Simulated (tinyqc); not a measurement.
Mesh size and shift: special k points of the fcc lattice.

Lattice vectors in units of a: a1 = (0, 1/2, 1/2), a2 = (1/2, 0, 1/2), a3 = (1/2, 1/2, 0); reciprocal vectors b_i with a_i . b_j = 2 pi delta_ij. Mesh: k = sum_i f_i b_i with f_i = (2 j_i + shift)/(2 N), j_i = 0 .. N-1. The point group of the lattice has 48 operations; only those that map the mesh onto itself are used.

A_m(k) = sum over the m-th star of lattice vectors R of cos(k . R), stars in order of length: m = 1: |R|^2 = 0.5, 12 vectors, such as (1, 0, 0) in the basis a_i; m = 2: |R|^2 = 1, 6 vectors, such as (1, 1, -1) in the basis a_i; m = 3: |R|^2 = 1.5, 24 vectors, such as (2, 0, -1) in the basis a_i; m = 4: |R|^2 = 2, 12 vectors, such as (2, 0, 0) in the basis a_i; m = 5: |R|^2 = 2.5, 24 vectors, such as (2, 1, -1) in the basis a_i; m = 6: |R|^2 = 3, 8 vectors, such as (3, -1, -1) in the basis a_i. The zone mean of every A_m is zero.

Test function, the lower band of a two-band insulator: E(k) = -sqrt(D^2 + (e0 - t A_1(k))^2).

Inputs chosen for the exercise:
```
symbol  value  unit  meaning
D       1.28   eV    half gap term
t       0.49   eV    coupling
e0      3.49   eV    offset
```

Errors of the mean of E against the unshifted mesh with N = 24. The fifth column is |R|^2 of the shortest star with a non-zero mean.

Meshes:
```
mesh       points  irreducible  operations  |R|^2 missed  error (meV)
1 Gamma         1            1          48          0.50     1167.013
1 shifted       1            1          12          1.00      160.870
2 Gamma         8            3          48          2.00     -418.726
2 shifted       8            2          12          4.00       42.661
3 Gamma        27            4          48          4.50      -33.522
3 shifted      27            6          12          9.00      -10.411
4 Gamma        64            8          48          8.00       14.460
4 shifted      64           10          12         16.00        1.838
5 Gamma       125           10          48         12.50        2.329
5 shifted     125           19          12           >16       -0.080
6 Gamma       216           16          48           >16       -2.035
6 shifted     216           28          12           >16       -0.108
```

reference mean = -3.87819 eV

The shifted mesh has the smaller error for 6 of 6 values of N and the larger for 0. The cheapest mesh within 1 meV is 5 shifted, with 19 irreducible points. A mesh misses the lattice vectors N (n1 a1 + n2 a2 + ...); the half shift gives each the sign (-1)^(n1 + n2 + ...), so the 12 shortest ones add up to 0 in place of 12: they cancel. The shift lowers the symmetry; it leaves more irreducible points for N = 3, 4, 5 and 6; it leaves fewer irreducible points for N = 2.

tinyqc: `OMP_NUM_THREADS=1 python tinyqc.py 1680021 1680022 out.jsonl`; about 0.2 s, one thread, shared Intel(R) Xeon(R) Processor @ 2.30GHz.
